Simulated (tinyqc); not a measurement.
# Front-illuminated p-i-n photodiode, quantum efficiency and bandwidth: two studies

Light enters through a p layer (0 to xp), a depleted layer (xp to xp + wi) and a thick n substrate, decaying as exp(-al x); one pass, no back reflection. Carriers made in the depleted layer are all collected; those in the neutral layers diffuse.

Inputs (values chosen for the exercise); values close to those of 4H silicon carbide at this wavelength:

| symbol | value | unit | meaning |
|---|---|---|---|
| lam | 280 | nm | wavelength |
| al | 15000 | 1/cm | absorption coefficient |
| Rf | 0.05 |  | reflectance of the front face |
| eps_r | 9.86 |  | relative permittivity |
| xp | 0.059 | um | thickness of the front p layer |
| wi | 1.9 | um | thickness of the depleted layer |
| Dn | 6.8 | cm^2/s | electron diffusion coefficient in the p layer |
| Ln | 3 | um | electron diffusion length in the p layer |
| S | 600 | cm/s | recombination velocity of the front surface |
| Lp | 82 | um | hole diffusion length in the thick n substrate |
| ve | 1.94e7 | cm/s | electron drift velocity |
| vh | 1.41e7 | cm/s | hole drift velocity |
| dia | 17 | um | diameter |
| RL | 50 | ohm | load resistance |
| Cp | 7 | fF | parasitic capacitance |

Constants: q = 1.602176634e-19 C, h = 6.62607015e-34 J s, c = 299792458 m/s, eps0 = 8.8541878128e-14 F/cm where lengths are in cm. Results are converted to the units shown.

Each table varies one quantity; the others keep the values above.

## Efficiency and bandwidth against the thickness of the depleted layer

k = al Ln, s = S Ln/Dn, e = exp(-al xp); front layer f1 = (k/(k^2 - 1)) {[s + k - e (s cosh(xp/Ln) + sinh(xp/Ln))]/[s sinh(xp/Ln) + cosh(xp/Ln)] - k e}; depleted layer f2 = e (1 - exp(-al wi)); substrate f3 = e exp(-al wi) al Lp/(1 + al Lp); external efficiency (1 - Rf)(f1 + f2 + f3); responsivity = efficiency q lam/(h c). Drift response for pairs made in the depleted layer, a = al wi, g = 1 - exp(-a), u = 2 pi i f, te = wi/ve, th = wi/vh: electrons He = [g - a (exp(-a) - exp(-u te))/(u te - a)]/(u te g), holes Hh = [g - a (1 - exp(-a - u th))/(a + u th)]/(u th g); C = eps0 eps_r pi (dia/2)^2/wi + Cp; total |He + Hh|/sqrt(1 + (2 pi f RL C)^2), for the current of the depleted layer alone. Limits are the frequencies at which each factor falls to 1/sqrt(2); inverse-square sum (f_transit^-2 + f_RC^-2)^(-1/2); the diffusion currents f1 and f3 are left out of the bandwidth.

Efficiency and bandwidth against the thickness of the depleted layer:

| wi (um) | f2 | f1 + f3 | responsivity (A/W) | transit limit (GHz) | RC limit (GHz) | 3 dB bandwidth (GHz) | inverse-square sum (GHz) | bandwidth x (1 - Rf) f2 (GHz) |
|---|---|---|---|---|---|---|---|---|
| 0.24 | 0.2767 | 0.7181 | 0.2134 | 376.4 | 35.54 | 35.32 | 35.38 | 9.286 |
| 0.4 | 0.4130 | 0.5829 | 0.2137 | 228.7 | 56.30 | 54.12 | 54.67 | 21.23 |
| 0.67 | 0.5803 | 0.4170 | 0.2140 | 139.1 | 87.03 | 71.18 | 73.77 | 39.24 |
| 1.1 | 0.7395 | 0.2590 | 0.2142 | 86.57 | 127.3 | 68.85 | 71.58 | 48.37 |
| 1.9 | 0.8624 | 0.1372 | 0.2144 | 50.99 | 182.6 | 48.50 | 49.12 | 39.73 |
| 3.2 | 0.9078 | 0.09214 | 0.2145 | 29.91 | 241.3 | 29.61 | 29.69 | 25.53 |
| 5.4 | 0.9150 | 0.08494 | 0.2145 | 17.02 | 298.3 | 16.99 | 17.00 | 14.77 |
| 9 | 0.9153 | 0.08466 | 0.2145 | 9.855 | 345.9 | 9.849 | 9.851 | 8.564 |
| 15 | 0.9153 | 0.08466 | 0.2145 | 5.802 | 382.5 | 5.801 | 5.802 | 5.045 |

As wi goes from 0.24 to 15, the responsivity rises from 0.213 to 0.215 A/W and the bandwidth goes from 35.3 through a maximum of 71.2 (at wi = 0.67 among the rows listed) to 5.80 GHz. The RC limit is the lower one for wi = 0.24, 0.4, 0.67, the transit limit elsewhere. Adding inverse squares of the two limits is within 4.0 % of the full result. The product of bandwidth and fast efficiency goes from 9.29 through a maximum of 48.4 (at wi = 1.1 among the rows listed) to 5.04 GHz. For wi = 0.24, 0.4, 0.67, 1.1 the diffusion currents exceed 0.3 of the drift current; their own response times, left out, may then shape the whole response.

## Efficiency and bandwidth against the diameter

Same model as above.

The same in every row: f2 = 0.8624; f1 + f3 = 0.1372; responsivity (A/W) = 0.2144; transit limit (GHz) = 50.99.

Efficiency and bandwidth against the diameter:

| dia (um) | RC limit (GHz) | 3 dB bandwidth (GHz) | inverse-square sum (GHz) | bandwidth x (1 - Rf) f2 (GHz) |
|---|---|---|---|---|
| 5 | 402.8 | 50.44 | 50.59 | 41.32 |
| 10 | 300.0 | 50.01 | 50.27 | 40.97 |
| 20 | 148.5 | 47.40 | 48.23 | 38.83 |
| 50 | 32.74 | 26.65 | 27.55 | 21.83 |
| 100 | 8.653 | 8.491 | 8.531 | 6.956 |
| 200 | 2.194 | 2.192 | 2.192 | 1.796 |
| 500 | 0.3525 | 0.3525 | 0.3525 | 0.2888 |
| 1000 | 0.08819 | 0.08819 | 0.08819 | 0.07225 |

Read the table: what changes, and by how much?

As dia goes from 5 to 1000, the responsivity stays at 0.214 A/W and the bandwidth falls from 50.4 to 0.0882 GHz. The RC limit is the lower one for dia = 50, 100, 200, 500, 1000, the transit limit elsewhere. Adding inverse squares of the two limits is within 3.4 % of the full result.

Program tinyqc, `OMP_NUM_THREADS=1 python tinyqc.py 2250010 2250011 out.jsonl`; Intel Xeon 2.30GHz, shared host, one thread, about 0.01 s.
